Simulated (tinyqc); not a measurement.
Planar ballistic transistor, top-of-the-barrier model: one step of the calculation.

At the top of the source barrier, states moving towards the drain are filled by the source (Fermi level 0) and states moving back by the drain (Fermi level -q Vd); nothing scatters. U is the shift of the band edge there, set by the capacitances CG, CD and CS (the total) and by the charge. Parabolic two-dimensional band; the source is grounded.

Task. Density of states, capacitances and charge at zero bias. N0 = gv m kB T/(pi hbar^2), CG = eps0 eox/tox, vT = sqrt(2 kB T/(pi m)), CS = CG/aG, n0 = n at U = 0 and Vd = 0. eta1 = -(E0 + U)/Vt, eta2 = eta1 - Vd/Vt, n = (N0/2)[F_0(eta1) + F_0(eta2)], F_0(x) = ln(1 + exp x). UL = -(aG Vg + aD Vd).

Inputs (values chosen for the exercise); mass and valleys made up:
- T = 300 K (temperature)
- m = 0.0278 m0 (effective mass)
- gv = 1 (valley degeneracy)
- eox = 9 (relative permittivity of the gate insulator)
- tox = 1.8 nm (insulator thickness)
- aG = 0.94 (gate control CG/CS)
- aD = 0.036 (drain control CD/CS)
- E0 = 0.31 eV (band edge at the barrier top above the source Fermi level at zero bias)
- Vg = 0.45 V (gate voltage)
- Vd = 0.2 V (drain voltage)

Constants: q = 1.602176634e-19 C, kB = 1.380649e-23 J/K, hbar = 1.054571817e-34 J s, m0 = 9.1093837015e-31 kg, Vt = kB T/q, eps0 = 8.8541878128e-14 F/cm where lengths are in cm. Results are converted to the units shown.

Find: N0; CG; CS; n0; UL.

Result.

N0 = 3.002e11 cm^-2
CG = 4.427 uF/cm^2
CS = 4.710 uF/cm^2
n0 = 1.861e6 cm^-2
UL = -0.4302 eV

Numbers from tinyqc (`OMP_NUM_THREADS=1 python tinyqc.py 2400002 2400003 out.jsonl`; about 0.01 s on one thread of a shared Intel Xeon 2.30GHz).
